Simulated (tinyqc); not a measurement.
Sputter depth profiling of a dopant layer: erosion rate, quantification and the mixing-roughness response. From peak concentration back to box width b. Computed by tinyqc, a small Python program. Command: `OMP_NUM_THREADS=1 python tinyqc.py 3022075 3022076 out.jsonl sims inv`. One thread of a shared host (Intel(R) Xeon(R) Processor @ 2.30GHz), about 0.4 s of CPU time with the checks.

A rastered ion beam erodes silicon (49.94 atoms per nm^3). The measured profile is the true one convolved with a depth response.

Inputs (values chosen for the exercise, modelled on a dopant in silicon under an oxygen or caesium beam):
```
quantity                               value    unit
beam energy E                           0.75     keV
beam current                             110      nA
raster side                              250      um
sputter yield at 1 keV                  0.76       -
mixing length at 1 keV                   1.7      nm
roughness sigma                          1.5      nm
depth of the top edge z0                  55      nm
box concentration C                  1.4e+19  1/cm^3
relative sensitivity factor RSF      2.4e+21  1/cm^3
matrix count rate                    2.8e+06     1/s
background count rate                    1.2     1/s
counting time per point                    1       s
level that defines the junction C_B    1e+16  1/cm^3
```

True profile: box.

Constants: e = 1.602176634e-19 C.

Method:
- Scaling chosen for the exercise: yield Y = Y1 E^0.5, mixing length w = w1 E^0.5 (E in keV).
- Erosion rate = Y I/(e x raster^2 x density); depth step = rate x counting time; concentration = RSF x counts/matrix counts; detection limit = RSF x 3 sqrt(background x time)/(matrix rate x time).
- Mixing alone turns a layer at z0 into (1/w) exp(-(z - z0 + w)/w) for z > z0 - w; roughness adds a Gaussian of width sigma. With x = z - z0 + w: g(x) = (1/(2w)) exp(sigma^2/(2 w^2) - x/w) erfc((sigma/w - x/sigma)/sqrt2), and its integral G(x) = (1/2) erfc(-x/(sigma sqrt2)) - w g(x). Measured: C [G(x) - G(x - b)].
- Find the maximum, the full width at half maximum and the deep point where the profile falls to C_B; far down, the trailing edge decays by w ln(10) per decade.

Question. A run gave the result below. Find the box width b, known to lie between 1.5 and 4.4 nm.

peak concentration = 7.525408e+18 1/cm^3

Answer.

Each step takes the trial c = (a f_b - b f_a)/(f_b - f_a), f being the result less the target and a, b, c the logarithms of the listed values; c replaces end b, the old b replaces a if the sign of f changed, and otherwise f_a is halved.

Scan of the range:
```
box width b (nm)  peak concentration (1/cm^3)
1.50                              4.27908e+18
1.79                              5.04563e+18
2.15                              5.95520e+18
2.57                              6.95022e+18
3.07                              8.03306e+18
3.68                              9.19607e+18
4.40                              1.03445e+19
```

False position (Illinois rule, in the logarithm of the input) inside the bracket:
```
step    end a    end b    trial  peak concentration (1/cm^3)
1     2.57000  3.07000  2.82451                  7.51570e+18
2     3.07000  2.82451  2.82893                  7.52526e+18
3     3.07000  2.82893  2.82907                  7.52555e+18
4     2.82893  2.82907  2.82900                  7.52541e+18
```

Peak concentration rises at every point of a 13-point scan of the range (every second point is shown), so one value fits; it is bracketed by 2.57 and 3.07. Answer: box width b = 2.829 nm.
